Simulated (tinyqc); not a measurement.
Internal photoemission over an interface barrier: two steps of the calculation.

Electrons are excited from a metal over the barrier Phi(F) = P0 - sqrt(q F/(4 pi eps0 ei)), whose top lies at xm = sqrt(q/(16 pi eps0 ei F)). The yield is Y = A (hv - Phi)^p exp(-xm/l), with A = 1 here.

Inputs (values chosen for the exercise); dielectric values close to those of zirconium oxide:
- P0 = 1.47 eV (barrier at zero field)
- ei = 4.71 (image-force permittivity)
- l = 2.3 nm (scattering length in the image well)
- F = 3.8 MV/cm (field in the dielectric)

Constants: q = 1.602176634e-19 C, h = 6.62607015e-34 J s, c = 299792458 m/s, eps0 = 8.8541878128e-14 F/cm where lengths are in cm. Results are converted to the units shown.

Problem 1. Barrier in the field. Lowering P0 - Phi, barrier, position of its top, scattering factor and threshold wavelength.

Give: lowering; Phi; xm; exp(-xm/l); threshold wavelength h c/(q Phi).

Solution 1.

lowering = 340.8 meV
Phi = 1.129 eV
xm = 0.4485 nm
exp(-xm/l) = 0.8228
threshold wavelength h c/(q Phi) = 1098 nm

Problem 2. Threshold from a spectrum. The yields were made at this field with a scatter of 1 %. Fit Y^(1/n) on hv by least squares for n = 2 and n = 3; the zero of the line is the threshold.

```
point	hv (eV)	Y
0	1.28	0.01873
1	1.41	0.06548
2	1.54	0.1391
3	1.67	0.2436
4	1.8	0.3635
5	1.93	0.5368
```

Find: Y^(1/2); Y^(1/3); threshold for n = 2; threshold for n = 3.

Solution 2.

```
point	Y^(1/2)	Y^(1/3)
0	0.1369	0.2656
1	0.2559	0.4031
2	0.3730	0.5181
3	0.4936	0.6245
4	0.6029	0.7137
5	0.7327	0.8127
```

threshold for n = 2 = 1.130 eV
threshold for n = 3 = 0.9343 eV

Program tinyqc, `OMP_NUM_THREADS=1 python tinyqc.py 2410019 2410020 out.jsonl`; Intel Xeon 2.30GHz, shared host, one thread, about 0.01 s.
